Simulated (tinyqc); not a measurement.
Coherent potential approximation for a binary alloy with a semi-elliptic band: one step. Densities on A and B, and the lifetime. Four cases, with inputs chosen for the exercise.

Question. G_i = G/(1 - (e_i - S) G); densities -Im G_i/pi; their weighted sum must be -Im G/pi. Lifetime hbar/(2 |Im S|), which has a meaning only while |Im S| is small against W. Weak-scattering value of S: x (1 - x) d^2 G.

Site levels eA = -x d (share 1 - x) and eB = (1 - x) d (share x), so that their mean, the virtual crystal, is 0. Pure band: G0(z) = 2 (z - sqrt(z - W) sqrt(z + W))/W^2 with principal roots, density -Im G/pi per site. The medium has a self-energy S(z), G = G0(z - S), z = E + i eta. t_i = (e_i - S)/(1 - (e_i - S) G); the CPA demands <t> = (1 - x) tA + x tB = 0. Iteration: start at S = 0, set S(new) = S + <t>/(1 + <t> G), stop when |<t>| < 1e-9 eV.

Constants: hbar = 6.58211957e-16 eV s.

Give: densities; lifetime; weak-scattering S.

Case 1.

Values chosen: x = 0.12 (fraction of B); d = 1.55 eV (eB - eA).

eA, eB (eV): -0.186000  1.364000

S = -0.0101963-0.1544716i eV
G = 0.2471901-0.4095395i 1/eV

Answer.

densities (1/eV): on A 0.1224, on B 0.1886, weighted sum 0.1304, medium 0.1304

lifetime = 2.13 fs
weak-scattering S = 0.0627-0.1039i eV

A B site carries the larger density here, by a factor 1.54; the weak-scattering value is 57 % from S.

Case 2.

Values chosen: x = 0.05 (fraction of B); d = 4.17 eV (eB - eA).

eA, eB (eV): -0.208500  3.961500

S = -0.1816224-0.0681883i eV
G = -0.0209279-0.6384311i 1/eV

Answer.

densities (1/eV): on A 0.2127, on B 0.0240, weighted sum 0.2032, medium 0.2032

lifetime = 4.83 fs
weak-scattering S = -0.0173-0.5273i eV

An A site carries the larger density here, by a factor 8.85; the weak-scattering value is 251 % from S.

Case 3.

Values chosen: x = 0.18 (fraction of B); d = 0.53 eV (eB - eA).

eA, eB (eV): -0.095400  0.434600

S = -0.0403326-0.0585503i eV
G = 0.1664602-1.8409590i 1/eV

Answer.

densities (1/eV): on A 0.6332, on B 0.3708, weighted sum 0.5860, medium 0.5860

lifetime = 5.62 fs
weak-scattering S = 0.0069-0.0763i eV

An A site carries the larger density here, by a factor 1.71; the weak-scattering value is 71 % from S.

Case 4.

Values chosen: x = 0.26 (fraction of B); d = 3.92 eV (eB - eA).

eA, eB (eV): -1.019200  2.900800

S = -0.8161520-0.3185017i eV
G = -0.1723907-0.5973613i 1/eV

Answer.

densities (1/eV): on A 0.2497, on B 0.0207, weighted sum 0.1901, medium 0.1901

lifetime = 1.03 fs
weak-scattering S = -0.5097-1.7661i eV

An A site carries the larger density here, by a factor 12.04; the weak-scattering value is 169 % from S.

Computed by tinyqc, one run a case: `OMP_NUM_THREADS=1 python tinyqc.py N N+1 out.jsonl` with N = 1450858, 1451043, 1451103, 1451375; one thread of a shared Intel(R) Xeon(R) Processor @ 2.30GHz, about 0.01 s a run at most.
